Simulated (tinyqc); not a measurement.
Strain, valley repopulation and piezoresistance in a many-valley conduction band: one step, computed by the program tinyqc. Command: `OMP_NUM_THREADS=1 python tinyqc.py 3015655 3015656 out.jsonl valleys walk`. One thread of a shared host (Intel(R) Xeon(R) Processor @ 2.30GHz), about 0.02 s of CPU time with the checks.

Valleys are ellipsoids with mass m_l along the axis a and m_t across it, parabolic, with one constant relaxation time; strain shifts the valleys and leaves the masses alone. Currents are taken along [100], in the plane, and along [001], across the plane.

Problem. Mobility tensor and resistance change. Mobility tensor mu = e tau sum_v (n_v/n) [1/m_t + (1/m_l - 1/m_t) a a^T]; unstrained mu_0 = e tau (1/m_l + 2/m_t)/3; resistivity along d from the inverse tensor, rho_d = d.mu^-1.d/(n e), mobility along d = 1/(d.mu^-1.d); gauge pi_d = (rho_d/rho_0 - 1)/X.

Inputs (values chosen for the exercise, modelled on silicon): longitudinal mass m_l = 0.893 m_0; transverse mass m_t = 0.191 m_0; relaxation time tau = 130 fs; temperature T = 300 K.

Valley axes: <100> (6 valleys in 3 pairs). Load: biaxial in the (001) plane.

share of the electrons (per pair): x 0.4470813, y 0.4470813, z 0.1058374

Constants: e = 1.602176634e-19 C; m_0 = 9.1093837015e-31 kg.

Give: mobility tensor; unstrained mobility mu_0; mobility along the first direction; mobility along the second direction; resistance change along the first direction; resistance change along the second direction.

Solution.

mobility tensor (cm^2/(V s)), rows x, y, z:
$$\begin{pmatrix}
776 & 0 & 0 \\
0 & 776 & 0 \\
0 & 0 & 1098
\end{pmatrix}$$

unstrained mobility mu_0 = 883.4 cm^2/(V s)

mobility along the first direction = 776.4 cm^2/(V s)

mobility along the second direction = 1098 cm^2/(V s)

resistance change along the first direction = 13.79 %

resistance change along the second direction = -19.51 %

The mobility lies between e tau/m_l = 256 and e tau/m_t = 1200; the trace stays at 3 mu_0. Along the first direction the filled valleys present more of their heavy mass.
